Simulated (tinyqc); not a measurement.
Inside a calculation. Method: sp3 tight binding, zinc-blende lattice. Computed by tinyqc, a small Python program that keeps every step. Command: `OMP_NUM_THREADS=1 python tinyqc.py 26606 26607 out.jsonl` (the two numbers bound the seeds that draw the settings). One thread of a shared host (Intel(R) Xeon(R) Processor @ 2.60GHz), about 0.01 s of CPU time with the checks.

## Bloch Hamiltonian at k

Parameters chosen for this model: zinc-blende lattice, anion at 0, cation at a/4 (1,1,1); V = eta hbar^2 / (m d^2), hbar^2/m = 7.619964 eV angstrom^2:
```
parameter          value      unit
a               5.710000  angstrom
d               2.472503  angstrom
Es anion      -15.870000        eV
Ep anion       -9.480000        eV
Es cation      -8.690000        eV
Ep cation      -5.740000        eV
eta ss         -1.240000
eta sp          1.370000
eta pp sigma    2.480000
eta pp pi      -0.580000
V ss           -1.545614        eV
V sp            1.707654        eV
V pp sigma      3.091229        eV
V pp pi        -0.722949        eV
```

k point k (2 pi / a): 0.050000  -0.030000  -0.730000

Slater-Koster rules over the four bonds with direction cosines (l, m, n): ss V_ss; s-px l V_sp; px-s -l V_sp; px-px l^2 V_pps + (1 - l^2) V_ppp; px-py l m (V_pps - V_ppp); each times exp(i k.d).

H(k) at k (eV), lower triangle (Hermitian):
```
                      a s                a px                 a py                 a pz
a s            -15.870000
a px             0.000000           -9.480000
a py             0.000000            0.000000            -9.480000
a pz             0.000000            0.000000             0.000000            -9.480000
c s   -2.533511-0.020825i  0.168791+0.127188i  -0.281690-0.076212i  -0.005998-3.579206i
c px  -0.168791-0.127188i  0.898988+0.007390i   0.007735+4.615587i   0.363255+0.098280i
c py   0.281690+0.076212i  0.007735+4.615587i   0.898988+0.007390i  -0.217666-0.164016i
c pz   0.005998+3.579206i  0.363255+0.098280i  -0.217666-0.164016i   0.898988+0.007390i

            c s       c px       c py       c pz
c s   -8.690000
c px   0.000000  -5.740000
c py   0.000000   0.000000  -5.740000
c pz   0.000000   0.000000   0.000000  -5.740000
```

## Levels at k

Diagonalise the Hermitian matrix.

eigenvalues (eV): -17.737975  -12.729341  -12.681986  -12.454844  -5.132723  -4.427489  -2.539684  -2.515959

weights |c|^2 of the basis functions:
```
        band 1    band 2    band 3    band 4    band 5    band 6    band 7    band 8
a s   0.832388  0.005525  0.000094  0.037527  0.022211  0.101981  0.000015  0.000260
a px  0.000021  0.385329  0.242722  0.055717  0.001096  0.000023  0.169345  0.145748
a py  0.000007  0.224733  0.440295  0.018225  0.003015  0.000050  0.146139  0.167535
a pz  0.009834  0.058618  0.000943  0.516849  0.402708  0.008043  0.000095  0.002910
c s   0.086897  0.041246  0.001208  0.293707  0.562814  0.013532  0.000032  0.000563
c px  0.000274  0.105069  0.199068  0.010992  0.000120  0.002495  0.367223  0.314761
c py  0.000389  0.178537  0.115560  0.020082  0.000343  0.006200  0.316947  0.361942
c pz  0.070189  0.000943  0.000111  0.046901  0.007693  0.867676  0.000205  0.006282
```

## Bloch Hamiltonian at L

k point L (2 pi / a): 0.500000  0.500000  0.500000

As before.

H(k) at L (eV), lower triangle (Hermitian):
```
                      a s                 a px                 a py                 a pz
a s            -15.870000
a px             0.000000            -9.480000
a py             0.000000             0.000000            -9.480000
a pz             0.000000             0.000000             0.000000            -9.480000
c s   -2.185829-2.185829i   1.394294+1.394294i   1.394294+1.394294i   1.394294+1.394294i
c px  -1.394294-1.394294i   0.775617+0.775617i  -1.798020-1.798020i  -1.798020-1.798020i
c py  -1.394294-1.394294i  -1.798020-1.798020i   0.775617+0.775617i  -1.798020-1.798020i
c pz  -1.394294-1.394294i  -1.798020-1.798020i  -1.798020-1.798020i   0.775617+0.775617i

            c s       c px       c py       c pz
c s   -8.690000
c px   0.000000  -5.740000
c py   0.000000   0.000000  -5.740000
c pz   0.000000   0.000000   0.000000  -5.740000
```

## Levels at L

As before.

eigenvalues (eV): -17.872231  -13.746547  -11.701957  -11.701957  -5.825880  -3.518043  -3.518043  -2.335342

## Bands along a path

The same steps at evenly spaced points between the labelled ones.

Bands along the path (eV):
```
k             band 1      band 2      band 3      band 4     band 5     band 6     band 7     band 8
L         -17.872231  -13.746547  -11.701957  -11.701957  -5.825880  -3.518043  -3.518043  -2.335342
L-G 0.33  -18.360695  -12.964908  -11.435634  -11.435634  -5.633835  -3.784366  -3.784366  -2.820562
L-G 0.67  -19.113349  -11.407993  -10.837722  -10.837722  -5.268597  -4.382278  -4.382278  -3.990061
G         -19.429187  -10.492629  -10.492629  -10.492629  -5.130813  -4.727371  -4.727371  -4.727371
G-X 0.33  -19.004354  -11.294039  -11.294039  -11.017046  -5.144511  -4.614090  -3.925961  -3.925961
G-X 0.67  -17.953975  -12.518903  -12.518903  -12.241516  -5.134833  -4.449676  -2.701097  -2.701097
X         -17.224242  -13.048391  -13.028479  -13.028479  -5.121609  -4.385758  -2.191521  -2.191521
X-W 0.33  -17.224242  -13.048391  -13.028479  -13.028479  -5.121609  -4.385758  -2.191521  -2.191521
X-W 0.67  -17.224242  -13.048391  -13.028479  -13.028479  -5.121609  -4.385758  -2.191521  -2.191521
W         -17.224242  -13.048391  -13.028479  -13.028479  -5.121609  -4.385758  -2.191521  -2.191521
```

With 4 band(s) filled, the highest filled level on these points lies at G and the lowest empty one at L: a gap of 4.6667 eV, indirect.
